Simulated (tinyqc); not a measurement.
Inside a calculation. Model: millisecond and nanosecond annealing: surface heating, thermal budget and solid-phase regrowth. Computed by tinyqc, a small Python program that keeps every step. Command: `OMP_NUM_THREADS=1 python tinyqc.py 3011124 3011125 out.jsonl flash walk`. One thread of a shared host (Intel(R) Xeon(R) Processor @ 2.30GHz), about 0.02 s of CPU time with the checks. Intermediate numbers are printed to about 7 digits and carried at full precision; extremes and crossings named in words are read from the listed rows.

A square pulse heats the surface of a thick wafer with constant thermal properties; losses by radiation are neglected and silicon melts at 1414 C.

Inputs (values chosen for the exercise, modelled on hot silicon with phosphorus):

| quantity | value | unit |
|---|---|---|
| incident fluence | 19.4 | J/cm^2 |
| pulse length t_p | 0.00084 | s |
| reflectance R | 0.58 | - |
| thermal conductivity k | 0.26 | W/(cm K) |
| heat capacity per volume c | 2.28 | J/(cm^3 K) |
| preheat temperature T0 | 700 | C |
| wafer thickness d | 775 | um |
| dopant prefactor D0 | 4.86 | cm^2/s |
| dopant activation energy E | 3.68 | eV |
| regrowth prefactor v0 | 4.4e+08 | cm/s |
| regrowth energy E_v | 2.7 | eV |
| amorphous layer | 12 | nm |

Source: flash lamp.

Constants: k_B = 8.617333262e-05 eV/K.

## Peak temperature

Absorbed flux q = (1 - R) fluence/t_p; kappa = k/c. With f(z, t) = (2 q/k) sqrt(kappa t) ierfc(z/(2 sqrt(kappa t))), ierfc(x) = exp(-x^2)/sqrt(pi) - x erfc(x): T = T0 + f(z, t) during the pulse and T0 + f(z, t) - f(z, t - t_p) after it. At the surface the rise at the end of the pulse is 2 q sqrt(t_p/(pi k c)); the fluence that just melts the surface scales with (1414 - T0).

absorbed flux q = 9700 W/cm^2

kappa = 0.1140351 cm^2/s

thermal length sqrt(kappa t_p) = 97.87210 um

peak temperature = 1112.014 C

fluence at the melting threshold = 33.61922 J/cm^2

The heated layer is 13 % of the wafer thickness, so the cold bulk quenches the surface.

## Temperature in depth and time

The formulas are those given above.

Temperature (C):

| t/t_p | surface | z = 0.5 thermal lengths | z = 1 | z = 2 |
|---|---|---|---|---|
| 0.10 | 830.290 | 721.6229 | 701.4396 | 700.0003 |
| 0.25 | 906.007 | 772.8966 | 718.3499 | 700.3571 |
| 0.50 | 991.338 | 844.4462 | 760.8433 | 706.2006 |
| 0.75 | 1056.815 | 903.5742 | 804.4229 | 719.2236 |
| 1.00 | 1112.014 | 954.9312 | 845.7933 | 736.6997 |
| 1.10 | 1001.834 | 952.2549 | 860.1989 | 744.4526 |
| 1.50 | 913.274 | 898.4779 | 860.4724 | 771.6120 |
| 2.00 | 870.662 | 863.2903 | 843.0990 | 784.9869 |
| 4.00 | 810.399 | 808.4251 | 802.7141 | 782.7408 |
| 10.00 | 766.861 | 766.4217 | 765.1218 | 760.1720 |

One tenth of a pulse length after the end the surface has lost 110 C: cooling starts as sqrt(t - t_p), much faster than heating ends.

## Thermal budget

Temperatures in kelvin are T(C) + 273.15. Integrate exp(-E/(k_B T(t))) at the surface from 0 to 10 t_p (Gauss-Legendre, 60 points in sqrt(t) up to t_p and 60 in sqrt(t - t_p) after it). (Dt) = D0 x integral with E; regrowth = v0 x integral with E_v; effective time = integral/exp(-E/(k_B T_peak)).

budget (Dt) = 3.604235e-17 cm^2

diffusion length 2 sqrt(Dt) = 0.1200706 nm

effective time over t_p = 0.2163712

possible regrowth = 172.0566 nm

Only 21.6 % of the pulse counts at the peak; the estimate 2 k_B T_peak^2/(E (T_peak - T0)) gives 21.8 %. The amorphous layer of 12 nm regrows fully. Caution: equilibrium diffusivities are used; implant damage enhances diffusion, and k and c vary with temperature. Caution: at this preheat temperature the layer would already regrow within five seconds or less before the pulse. Caution: a diffusion length below the atomic spacing of 0.235 nm means about one jump per atom or fewer, so the profile does not change measurably.

## Same peak temperature, different pulse lengths

For each t_p the flux is set so that the peak temperature stays the same: q sqrt(t_p) is fixed.

Pulses:

| t_p (s) | fluence (J/cm^2) | q (W/cm^2) | thermal length (um) | 2 sqrt(Dt) (nm) | regrowth (nm) |
|---|---|---|---|---|---|
| 1.00e-07 | 2.116714e-01 | 8.890197e+05 | 1.067872e+00 | 1.310077e-03 | 2.048293e-02 |
| 1.00e-06 | 6.693636e-01 | 2.811327e+05 | 3.376908e+00 | 4.142828e-03 | 2.048293e-01 |
| 1.00e-05 | 2.116714e+00 | 8.890197e+04 | 1.067872e+01 | 1.310077e-02 | 2.048293e+00 |
| 1.00e-04 | 6.693636e+00 | 2.811327e+04 | 3.376908e+01 | 4.142828e-02 | 2.048293e+01 |
| 3.00e-04 | 1.159372e+01 | 1.623120e+04 | 5.848977e+01 | 7.175589e-02 | 6.144880e+01 |
| 1.00e-03 | 2.116714e+01 | 8.890197e+03 | 1.067872e+02 | 1.310077e-01 | 2.048293e+02 |
| 3.00e-03 | 3.666255e+01 | 5.132758e+03 | 1.849609e+02 | 2.269120e-01 | 6.144880e+02 |
| 1.00e-02 | 6.693636e+01 | 2.811327e+03 | 3.376908e+02 | 4.142828e-01 | 2.048293e+03 |

Fluence and diffusion length grow as sqrt(t_p), regrowth as t_p. The layer of 12 nm regrows from t_p = 0.0001 s on among these rows, at a diffusion length of 0.041 nm. Caution: the shortest pulses need a source absorbed within their thermal length, and the longest also heat the back of the wafer, which the thick-wafer formula leaves out. Caution: seconds at the preheat temperature would regrow the layer before any pulse.

Checks made by the program: heat stored at the end of the pulse against the absorbed fluence (relative difference below 1e-10).
